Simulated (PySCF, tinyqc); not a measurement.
MP2 on RHF in the sto-6g basis, for H3-, spin multiplicity 1, step by step. The basis has no diffuse functions, so it cannot describe the extra electron: this is an exercise in the method, not the real anion. The lowest restricted solution is unstable here: a spin-polarised one lies 0.0038 hartree lower (PySCF). Computed by tinyqc, a small Python program that keeps every step (integrals from PySCF). Settings: charge = -1, multiplicity = 1, basis = sto-6g, method = RHF, energy threshold = 1e-10, iteration cap = 62, orthogonalisation = symmetric, start = atomic densities, DIIS depth = 6. Command: `OMP_NUM_THREADS=1 python tinyqc.py 22805 22806 out.jsonl` (the two numbers bound the seeds that draw the settings). One thread of a shared host (Intel(R) Xeon(R) Processor @ 2.60GHz), about 0.2 s of CPU time with the checks. The early iterations of the SCF are left out here.

## One-electron integrals

Geometry (angstrom):
```
atom         x         y         z
H     0.000000  0.000000  0.000000
H     0.000000  0.000000  0.952000
H     0.000000  0.941000  0.146000
```

Basis sto-6g: exponents (1/bohr^2) and contraction coefficients of normalised primitives:
```
element  l (shell)   exponent  coefficient
H            s (1)  35.523221     0.009164
H            s (1)   6.513144     0.049361
H            s (1)   1.822143     0.168538
H            s (1)   0.625955     0.370563
H            s (1)   0.243077     0.416492
H            s (1)   0.100112     0.130334
```

Overlap, kinetic and nuclear-attraction integrals over the contracted functions; the nuclear repulsion is the sum of Za Zb / Rab.

nuclear repulsion = 1.53866651 hartree

overlap S, lower triangle:
```
          1H 1s     2H 1s     3H 1s
1H 1s  1.000000
2H 1s  0.525359  1.000000
3H 1s  0.525203  0.368151  1.000000
```

kinetic energy T (hartree), lower triangle:
```
          1H 1s     2H 1s     3H 1s
1H 1s  0.768522
2H 1s  0.129898  0.768522
3H 1s  0.129795  0.046064  0.768522
```

nuclear attraction V (hartree), lower triangle:
```
           1H 1s      2H 1s      3H 1s
1H 1s  -2.309699
2H 1s  -1.123672  -2.196777
3H 1s  -1.123271  -0.753237  -2.196653
```

core Hamiltonian H = T + V (hartree), lower triangle:
```
           1H 1s      2H 1s      3H 1s
1H 1s  -1.541176
2H 1s  -0.993775  -1.428255
3H 1s  -0.993476  -0.707174  -1.428131
```

## Two-electron integrals

Functions are numbered as in S; the eight-fold symmetry (ij|kl) = (ji|kl) = (kl|ij) leaves the list below.

Two-electron integrals (ij|kl) in chemists' order, unique and non-zero (hartree):
```
(11|11) 0.774999   (21|11) 0.332122   (21|21) 0.178786   (22|11) 0.493936
(22|21) 0.332122   (22|22) 0.774999   (31|11) 0.331996   (31|21) 0.153532
(31|22) 0.243945   (31|31) 0.178668   (32|11) 0.195812   (32|21) 0.110403
(32|22) 0.213205   (32|31) 0.110372   (32|32) 0.081772   (33|11) 0.493849
(33|21) 0.243992   (33|22) 0.407328   (33|31) 0.331996   (33|32) 0.213205
(33|33) 0.774999
```

## Orthogonalisation

S = U s U^T; symmetric (Loewdin) form X = U s^(-1/2) U^T, so that X^T S X = 1.

eigenvalues of S: 0.418749  0.631849  1.949402

X, lower triangle:
```
           1H 1s      2H 1s     3H 1s
1H 1s   1.230489
2H 1s  -0.284608   1.144605
3H 1s  -0.284452  -0.113483  1.144504
```

## Iteration 9 (converged): orbitals

converged F (hartree), lower triangle:
```
           1H 1s      2H 1s     3H 1s
1H 1s   0.078924
2H 1s  -0.255035   0.149776
3H 1s  -0.254914  -0.112092  0.149934
```

Diagonalise F' = X^T F X, C = X C', fill 2 alpha and 2 beta electrons from the bottom; D = 2 C_occ C_occ^T. Each column has its largest component positive (the first on a tie).

F' = X^T F X (hartree), lower triangle:
```
           1          2         3
1   0.482691
2  -0.403613   0.383364
3  -0.403360  -0.031220  0.383341
```

orbital energies (hartree): MO1 -0.156926, MO2 0.414573, MO3 0.991750

coefficients C:
```
            MO1        MO2        MO3
1H 1s  0.518884  -0.000080   1.186076
2H 1s  0.354778  -0.889363  -0.697973
3H 1s  0.354484   0.889770  -0.697375
```

D after iteration 9, lower triangle:
```
          1H 1s      2H 1s     3H 1s
1H 1s  0.538482
2H 1s  0.368319   1.833668
3H 1s  0.367731  -1.331131  1.834699
```

## Convergence

Stop when the energy changes by less than 1e-10 hartree and every element of the error matrix X^T (F D S - S D F) X is below 3e-06.

Course of the cycle:
```
iteration  E (hartree)     change  largest element of the error matrix
1          -1.39837518          -                             2.49e-02
2          -1.02026070   3.78e-01                             8.87e-02
3          -1.01470088   5.56e-03                             1.15e-01
4          -1.02071657  -6.02e-03                             8.69e-02
5          -1.01337551   7.34e-03                             1.22e-01
6          -1.02821259  -1.48e-02                             2.60e-03
7          -1.02821930  -6.71e-06                             2.89e-05
8          -1.02821930  -8.18e-10                             3.35e-06
9          -1.02821930  -1.03e-11                             9.29e-07
```

PySCF RHF in the same basis = -1.02821930 hartree

Converged in 9 iterations.

## Integrals over molecular orbitals

(pq|rs) = sum C_ip C_jq C_kr C_ls (ij|kl), one index at a time.

one-electron integrals over orbitals h = C^T H C (hartree), lower triangle:
```
           1          2          3
1  -1.683406
2  -0.000033  -1.141126
3  -0.008313   0.000016  -0.957987
```

Two-electron integrals over orbitals (pq|rs), unique and non-zero (hartree):
```
(11|11) 0.588278    (21|11) -0.000068   (21|21) 0.135226    (22|11) 0.536714
(22|21) 0.000100    (22|22) 0.617497    (31|11) 0.048337    (31|21) 0.000032
(31|22) -0.075642   (31|31) 0.146617    (32|11) 0.000049    (32|21) -0.111260
(32|22) -0.000081   (32|31) -0.000052   (32|32) 0.108598    (33|11) 0.584497
(33|21) -0.000078   (33|22) 0.517979    (33|31) 0.086373    (33|32) 0.000057
(33|33) 0.624883
```

## Second-order Moller-Plesset energy

Hartree-Fock energy = -1.02821930 hartree

E2 = sum_ijab (ia|jb) [2 (ia|jb) - (ib|ja)] / (e_i + e_j - e_a - e_b) over occupied i, j and virtual a, b; the opposite-spin part is (ia|jb)^2 / denominator, the rest is same-spin, and SCS-MP2 scales them by 6/5 and 1/3.

Terms:
```
i  j  a  b    (ia|jb)    (ib|ja)  denominator       term
2  2  3  3   0.108598   0.108598    -1.154355  -0.010217
1  1  3  3   0.146617   0.146617    -2.297352  -0.009357
2  1  3  3  -0.000052  -0.000052    -1.725854  -1.56e-09
1  2  3  3  -0.000052  -0.000052    -1.725854  -1.56e-09
```

Pair energies (hartree; pair i-j sums ij and ji):
```
pair  opposite spin  same spin
1-1       -0.009357   0.000000
2-1       -3.12e-09   0.000000
2-2       -0.010217   0.000000
```

MP2 correlation energy = -0.01957376 hartree

SCS-MP2 correlation energy = -0.02348851 hartree

MP2 total energy = -1.04779306 hartree
